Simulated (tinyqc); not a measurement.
One-dimensional ballistic tunnel FET, two-band WKB: two steps of the calculation.

A p-type source for x < 0 with its Fermi level at 0 and its valence edge at ds; in the channel the bands fall as D exp(-x/lam) towards their flat values, with the conduction edge at Ec = ds - dP and D = dP + Eg. The gate moves dP one to one. The drain Fermi level lies at -Vd and the drain side reflects nothing. For w = E - Ec between 0 and dP an electron crosses the gap. Two-band dispersion with equal masses m: inside the gap kappa = sqrt(m u (1 - u/Eg)/C), u the distance from a band edge, C = hbar^2/(2 m0).

Values chosen for this exercise; band and dielectric values close to those of indium arsenide: band gap Eg = 0.354 eV; band-edge mass of the two-band model m = 0.023 m0; screening length of the source junction lam = 1.9 nm; tunnelling window Ev(source) - Ec(channel) dP = 0.41 eV; energy above the channel conduction edge w0 = 0.3 eV; cells of the path nc = 7.

Constants: q = 1.602176634e-19 C, hbar = 1.054571817e-34 J s, m0 = 9.1093837015e-31 kg, hbar^2/(2 m0) = 0.0380998212 eV nm^2. Results are converted to the units shown.

Task 1. The path through the gap by the midpoint rule. At w = w0 the path runs from xa = lam ln(D/(w + Eg)) to xb = lam ln(D/w); u(x) = w + Eg - D exp(-x/lam) is the height above the valence edge. Cut it into nc equal cells: S = 2 (cell width) times the sum of kappa at the centres.

Wanted: xa; xb; x; u; kappa; S.

Result 1.

xa = 0.2954 nm
xb = 1.776 nm

```
cell,x (nm),u (eV),kappa (1/nm)
0,0.401,0.0354,0.1387
1,0.613,0.1006,0.2085
2,0.824,0.1589,0.2299
3,1.036,0.2111,0.2268
4,1.247,0.2577,0.2057
5,1.459,0.2995,0.1669
6,1.670,0.3368,0.0993
```

S = 0.5398

Task 2. The exponent in closed form. S(w) = 2 lam int_0^Eg kappa(u) du/(w + Eg - u) = 2 pi lam sqrt(m/(C Eg)) [w + Eg/2 - sqrt(w (w + Eg))], T(w) = exp(-S). The common triangular estimate is S = (4/3) lam sqrt(m/C) Eg^1.5/(dP + Eg) for all w.

Find: S(w0); T(w0); triangular S.

Result 2.

S(w0) = 0.5309
T(w0) = 0.5881
triangular S = 0.5426

Program tinyqc, `OMP_NUM_THREADS=1 python tinyqc.py 2620097 2620098 out.jsonl`; Intel Xeon 2.30GHz, shared host, one thread, about 0.01 s.
